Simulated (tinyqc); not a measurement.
Raising U: Hubbard chain of 3 sites, mean field against exact. Computed by the program tinyqc. 

one-body matrix (hopping and site energies) (eV):
```
,1,2,3
1,0.0000,-1.4100,0.0000
2,-1.4100,0.0000,-1.4100
3,0.0000,-1.4100,0.0000
```

electrons, up and down: 2  1

Collinear unrestricted mean field (the lowest of 40 random starts) against exact diagonalisation.

Exact and mean-field results (eV):
```
U,U/t,E exact,E mean field,mean |n_up - n_down|,"double occupancy, exact",first gap in the sector
0.700,0.496,-3.57118,-3.55500,0.367,0.189,1.897
1.410,1.000,-3.19160,-3.12793,0.413,0.168,1.782
2.820,2.000,-2.56633,-2.35000,0.556,0.129,1.534
4.230,3.000,-2.09434,-1.75236,0.729,0.096,1.303
5.640,4.000,-1.74286,-1.36024,0.837,0.072,1.109
8.460,6.000,-1.27849,-0.92620,0.926,0.042,0.832
11.280,8.000,-0.99787,-0.69932,0.958,0.026,0.656
16.920,12.000,-0.68632,-0.46835,0.981,0.013,0.454
28.200,20.000,-0.41884,-0.28165,0.993,4.85e-03,0.279
```

In absolute terms mean field is worst at U/t = 4.0, 0.383 eV too high: at small U it is nearly exact, and at large U it misses only exchange-scale energies. Relative to the exact energy its error is 0.5 % at the smallest U, 33 % at most and 33 % at the largest. The double occupancy falls from 0.189 to 0.005; at the largest U the first gap is 0.99 times the exchange scale 4t^2/U.
